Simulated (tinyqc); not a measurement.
Temperature series and Richardson plot: current of a Schottky diode by thermionic-emission-diffusion theory, and its read-back from I-V-T and C-V data. Computed by tinyqc, a small Python program. Command: `OMP_NUM_THREADS=1 python tinyqc.py 3013254 3013255 out.jsonl schottky walk`. One thread of a shared host (Intel(R) Xeon(R) Processor @ 2.30GHz), about 0.01 s of CPU time with the checks.

Full ionisation, no tunnelling, no recombination current. V is the voltage across the junction itself, forward positive.

Inputs (values chosen for the exercise, modelled on n-type amorphous oxide):
```
quantity                                     value          unit
Richardson constant A*                        39.2  A/(cm^2 K^2)
effective density of states at 300 K, N_c  5.2e+18        1/cm^3
permittivity eps                                10             -
mobility mu                                     11    cm^2/(V s)
barrier without image force phi_0 (mean)     0.735            eV
doping N                                   3.2e+15        1/cm^3
junction voltage V                            0.34             V
standard deviation sigma                       110           meV
relative change of sigma^2 with bias, rho     0.72           1/V
```

Barrier: Gaussian spread of heights.

Constants: k_B = 8.617333262e-05 eV/K; e = 1.602176634e-19 C; eps_0 = 8.8541878128e-12 F/m.

Method:
- N_c(T) = N_c (T/300 K)^(3/2); V_bi = phi_0 - (k_B T/e) ln(N_c(T)/N); surface field F = sqrt(2 e N (V_bi - V - k_B T/e)/(eps eps_0)); image lowering d_phi = sqrt(e F/(4 pi eps eps_0)); effective barrier phi = phi_0 - d_phi - sigma^2 (1 - rho V)/(2 k_B T).
- Collection velocity v_R = A* T^2/(e N_c(T)); diffusion velocity v_D = mu F; J = e N_c(T) v_R/(1 + v_R/v_D) exp(-phi/k_B T) [exp(e V/k_B T) - 1].
- Ideality n = (e/k_B T)/(d ln J/dV) by a central difference of +/- 1 mV; J_0 = J exp(-e V/(n k_B T)); apparent barrier phi_IV = k_B T ln(A* T^2/J_0); a C-V plot gives phi_CV = phi_0, the mean without lowering.
- A least-squares line of ln(J_0/T^2) against 1/(k_B T) gives a barrier (minus the slope) and a Richardson constant (exp of the intercept).

At the same junction voltage:
```
T (K)  1/k_B T (1/eV)       n  J_0 (A/cm^2)  phi_IV (eV)  ln(J_0/T^2)
200            58.023  1.4270    1.0864e-04      0.40317      -19.724
250            46.418  1.3628    4.1317e-04      0.48480      -18.835
300            38.682  1.3490    2.7797e-03      0.54190      -17.293
350            33.156  1.3847    1.9844e-02      0.58223      -15.636
400            29.011  1.5274    1.5568e-01      0.60361      -13.843
450            25.788  2.4017    3.2176e+00      0.57075      -11.050
```

barrier from the Richardson plot = 0.24960 eV

Richardson constant from the plot = 0.0015795 A/(cm^2 K^2)

What does the comparison show, and why?

From 200 to 450 K n goes from 1.427 to 2.402 and phi_IV from 0.403 to 0.571 eV. The plot returns 0.250 eV against phi_0 = 0.735 and a constant 4.03e-5 times the true A*: a spread of barriers lets cold carriers pick the low patches, which bends the plot and lowers both numbers.

Extremes, crossings and ranges named in words are read from the listed rows.
